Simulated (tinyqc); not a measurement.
Worked calculation: millisecond and nanosecond annealing: surface heating, thermal budget and solid-phase regrowth. Computed by tinyqc, a small Python program that keeps every step. Command: `OMP_NUM_THREADS=1 python tinyqc.py 3019060 3019061 out.jsonl flash walk`. One thread of a shared host (Intel(R) Xeon(R) Processor @ 2.30GHz), about 0.01 s of CPU time with the checks. Intermediate numbers are printed to about 5 digits and carried at full precision; extremes and crossings named in words are read from the listed rows.

A square pulse heats the surface of a thick wafer with constant thermal properties; losses by radiation are neglected and silicon melts at 1414 C.

Inputs (values chosen for the exercise, modelled on hot silicon with arsenic): incident fluence = 6.3 J/cm^2; pulse length t_p = 7.6e-05 s; reflectance R = 0.35; thermal conductivity k = 0.28 W/(cm K); heat capacity per volume c = 2.27 J/(cm^3 K); preheat temperature T0 = 400 C; wafer thickness d = 775 um; dopant prefactor D0 = 7.59 cm^2/s; dopant activation energy E = 4 eV; regrowth prefactor v0 = 5e+08 cm/s; regrowth energy E_v = 2.73 eV; amorphous layer = 14 nm.

Source: scanned laser.

Constants: k_B = 8.617333262e-05 eV/K.

## Peak temperature

Absorbed flux q = (1 - R) fluence/t_p; kappa = k/c. With f(z, t) = (2 q/k) sqrt(kappa t) ierfc(z/(2 sqrt(kappa t))), ierfc(x) = exp(-x^2)/sqrt(pi) - x erfc(x): T = T0 + f(z, t) during the pulse and T0 + f(z, t) - f(z, t - t_p) after it. At the surface the rise at the end of the pulse is 2 q sqrt(t_p/(pi k c)); the fluence that just melts the surface scales with (1414 - T0).

absorbed flux q = 53882 W/cm^2

kappa = 0.12335 cm^2/s

thermal length sqrt(kappa t_p) = 30.618 um

peak temperature = 1064.8 C

fluence at the melting threshold = 9.6088 J/cm^2

The heated layer is 4 % of the wafer thickness, so the cold bulk quenches the surface.

## Temperature in depth and time

The formulas are those given above.

Temperature (C):
```
t/t_p  surface  z = 0.5 thermal lengths   z = 1   z = 2
0.10     610.2                   434.89  402.32  400.00
0.25     732.4                   517.63  429.61  400.58
0.50     870.1                   633.08  498.18  410.01
0.75     975.8                   728.49  568.50  431.02
1.00    1064.8                   811.36  635.25  459.22
1.10     887.0                   807.04  658.50  471.73
1.50     744.1                   720.27  658.94  515.55
2.00     675.4                   663.49  630.91  537.14
4.00     578.1                   574.96  565.74  533.51
10.00    507.9                   507.18  505.08  497.09
```

One tenth of a pulse length after the end the surface has lost 178 C: cooling starts as sqrt(t - t_p), much faster than heating ends.

## Thermal budget

Temperatures in kelvin are T(C) + 273.15. Integrate exp(-E/(k_B T(t))) at the surface from 0 to 10 t_p (Gauss-Legendre, 60 points in sqrt(t) up to t_p and 60 in sqrt(t - t_p) after it). (Dt) = D0 x integral with E; regrowth = v0 x integral with E_v; effective time = integral/exp(-E/(k_B T_peak)).

budget (Dt) = 5.4894e-20 cm^2

diffusion length 2 sqrt(Dt) = 0.0046859 nm

effective time over t_p = 0.11099

possible regrowth = 3.1847 nm

Only 11.1 % of the pulse counts at the peak; the estimate 2 k_B T_peak^2/(E (T_peak - T0)) gives 11.6 %. The amorphous layer of 14 nm regrows only by 23 % of its thickness. Caution: equilibrium diffusivities are used; implant damage enhances diffusion, and k and c vary with temperature. Caution: a diffusion length below the atomic spacing of 0.235 nm means about one jump per atom or fewer, so the profile does not change measurably.

## Same peak temperature, different pulse lengths

For each t_p the flux is set so that the peak temperature stays the same: q sqrt(t_p) is fixed.

Pulses:
```
t_p (s)   fluence (J/cm^2)  q (W/cm^2)  thermal length (um)  2 sqrt(Dt) (nm)  regrowth (nm)
1.00e-07        2.2853e-01  1.4854e+06           1.1106e+00       1.6998e-04     4.1904e-03
1.00e-06        7.2266e-01  4.6973e+05           3.5121e+00       5.3751e-04     4.1904e-02
1.00e-05        2.2853e+00  1.4854e+05           1.1106e+01       1.6998e-03     4.1904e-01
1.00e-04        7.2266e+00  4.6973e+04           3.5121e+01       5.3751e-03     4.1904e+00
3.00e-04        1.2517e+01  2.7120e+04           6.0831e+01       9.3099e-03     1.2571e+01
1.00e-03        2.2853e+01  1.4854e+04           1.1106e+02       1.6998e-02     4.1904e+01
3.00e-03        3.9582e+01  8.5760e+03           1.9237e+02       2.9441e-02     1.2571e+02
1.00e-02        7.2266e+01  4.6973e+03           3.5121e+02       5.3751e-02     4.1904e+02
```

Fluence and diffusion length grow as sqrt(t_p), regrowth as t_p. The layer of 14 nm regrows from t_p = 0.001 s on among these rows, at a diffusion length of 0.017 nm. Caution: the shortest pulses need a source absorbed within their thermal length, and the longest also heat the back of the wafer, which the thick-wafer formula leaves out.

Checks made by the program: heat stored at the end of the pulse against the absorbed fluence (relative difference below 1e-10).
